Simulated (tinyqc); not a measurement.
# MESFET, gradual channel with velocity saturation: effect of the donor density of the channel on saturation

A uniformly doped n-type channel, depleted from the top by a Schottky gate; at channel potential V the depleted share of a is u = sqrt((Vbi - Vg + V)/Vp), s at the source. Electrons drift with v = mu E/(1 + mu E/vsat). Abrupt depletion edge, no series resistance, source at 0.

Vbi = phiB - Vt ln(Nc/Nd); Vp = q Nd a^2/(2 eps0 eps_r); G0 = q mu Nd a W/L; Z = mu Vp/(vsat L); s = sqrt((Vbi - Vg)/Vp). I = (G0 Vp/3) F/(1 + Z (u^2 - s^2)), F = 3 (u^2 - s^2) - 2 (u^3 - s^3), with u at V = Vd; Z = 0 gives constant mobility, for which u stops at 1. The current peaks at u = um, the root of (1 - u)(1 + Z (u^2 - s^2)) = Z F/3; beyond Vdsat = Vp (um^2 - s^2) it is held at that value. gm = G0 (um - s)/(1 + Z (um^2 - s^2)).

Inputs (values chosen for the exercise); material values close to those of gallium arsenide:
- T = 300 K (temperature)
- eps_r = 12.8 (relative permittivity of the semiconductor)
- Nc = 4.39e17 cm^-3 (conduction-band density of states at T)
- a = 210 nm (channel thickness)
- mu = 4100 cm^2/(V s) (low-field mobility at this doping)
- vsat = 1.2e7 cm/s (saturation velocity)
- L = 1 um (gate length)
- W = 200 um (gate width)
- phiB = 0.87 V (Schottky barrier)
- Vg = -1.7 V (gate voltage)

Constants: q = 1.602176634e-19 C, kB = 1.380649e-23 J/K, Vt = kB T/q, eps0 = 8.8541878128e-14 F/cm where lengths are in cm. Results are converted to the units shown.

Effect of the donor density of the channel on saturation:

| Nd (cm^-3) | Z | um | Vdsat (V) | Isat (mA) | Isat for Z = 0 (mA) | gm (mS) |
|---|---|---|---|---|---|---|
| 9.4e16 | 10.01 | 0.9777 | 0.2710 | 1.690 | 3.625 | 6.531 |
| 1.3e17 | 13.85 | 0.8898 | 0.6696 | 11.57 | 54.41 | 10.72 |
| 1.7e17 | 18.11 | 0.8121 | 0.9493 | 25.80 | 186.2 | 13.15 |
| 2.3e17 | 24.50 | 0.7283 | 1.250 | 50.45 | 540.9 | 15.84 |
| 3.1e17 | 33.02 | 0.6519 | 1.546 | 87.13 | 1316 | 18.67 |
| 4.2e17 | 44.73 | 0.5813 | 1.855 | 142.0 | 2959 | 21.84 |

As Nd goes from 9.4e16 to 4.2e17 cm^-3, Vdsat rises from 0.271 to 1.86 V, Isat rises from 1.69 to 142 mA and gm rises from 6.53 to 21.8 mS. Isat is 0.466 of the constant-mobility value in the first row and 0.0480 in the last. At Nd = 9.4e16 cm^-3 the open channel at the source, (1 - s) a, is under two Debye lengths, so the abrupt edge is rough. For Nd = 1.7e17 to 4.2e17 cm^-3 Nd is not small against Nc, so the Boltzmann form of Vbi is rough.

tinyqc, about 0.04 s, one thread, Intel Xeon 2.30GHz (shared host): `OMP_NUM_THREADS=1 python tinyqc.py 2500060 2500061 out.jsonl`
